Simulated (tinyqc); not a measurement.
Conductance against temperature: phonon transmission through an interface between two chains by Green functions. Computed by tinyqc, a small Python program. Command: `OMP_NUM_THREADS=1 python tinyqc.py 3015238 3015239 out.jsonl agf walk`. One thread of a shared host (Intel(R) Xeon(R) Processor @ 2.30GHz), about 0.01 s of CPU time with the checks.

Two semi-infinite chains (masses m_1, m_2; springs k_1, k_2), motion along the chain. The central region holds the end atom of each chain, joined by springs k_b. lambda = omega^2 in eV/(angstrom^2 u); nu = 15.6333042 THz x sqrt(lambda).

Inputs (values chosen for the exercise, for two model chains):
```
quantity                          value           unit
mass m_1                           51.7              u
spring k_1                         3.89  eV/angstrom^2
mass m_2                           69.8              u
spring k_2                          3.4  eV/angstrom^2
junction spring k_b                3.52  eV/angstrom^2
probe frequency / lower band top   0.87              -
```

Atoms in the interlayer: none.

Constants: nu for 1 eV/(angstrom^2 u) = 15.6333042 THz; h x 1 THz = 4.135667696 meV; k_B = 8.617333262e-05 eV/K; k_B = 1.380649e-23 J/K; h = 6.62607015e-34 J s.

Method:
- nu_max = 15.6333042 THz x 2 sqrt(k/m); impedance Z = sqrt(k m); long-wave transmission 4 Z_1 Z_2/(Z_1 + Z_2)^2; the probe frequency is the given share of the lower band top.
- In chain i, sin(q_i a/2) = nu/nu_max,i. An outgoing wave makes the next atom move as exp(i q_i a) times the end atom, so the lead adds the self-energy Sigma_i = -k_i exp(i q_i a) to the force-constant matrix; Gamma_i = -2 Im Sigma_i = 2 k_i sin(q_i a).
- A = lambda M - K - Sigma over the central atoms, with K_ii the sum of the springs at i, K_(i,i+1) = -k_b; G = inverse of A; transmission = Gamma_1 Gamma_2 |G_(first,last)|^2.
- Landauer conductance G = k_B int tau(nu) x^2 e^x/(e^x - 1)^2 d nu, x = h nu/(k_B T), from 0 to the lower band top (240 Gauss-Legendre points in s from 0 to 1, nu = nu_top sin(pi s/2)); tau is the transmission, and its thermal mean is G over the value for tau = 1 in the same window; the quantum is g_0 = pi^2 k_B^2 T/(3 h).

band top of chain 1 = 8.57650 THz

band top of chain 2 = 6.90069 THz

Conductance:
```
T (K)  G (pW/K)  mean transmission    G/g_0  G for transmission 1 (pW/K)
1       0.94481            0.99829  0.99829                      0.94643
5        4.7240            0.99827  0.99827                       4.7322
20       18.891            0.99800  0.99799                       18.929
50       45.843            0.99247  0.96875                       46.190
100      72.062            0.98024  0.76141                       73.515
200      86.190            0.97311  0.45534                       88.571
400      90.770            0.97083  0.23977                       93.497
800      91.999            0.97022  0.12151                       94.823
```

At 1 K G/g_0 = 0.998; as T goes to 0 it tends to the long-wave transmission, where only the impedances count. Towards high T all modes count more and more alike; at 800 K G is 92.0 pW/K and the mean transmission is 0.970, which is at least 0.7 of the low-T value.

Extremes, crossings and ranges named in words are read from the listed rows.
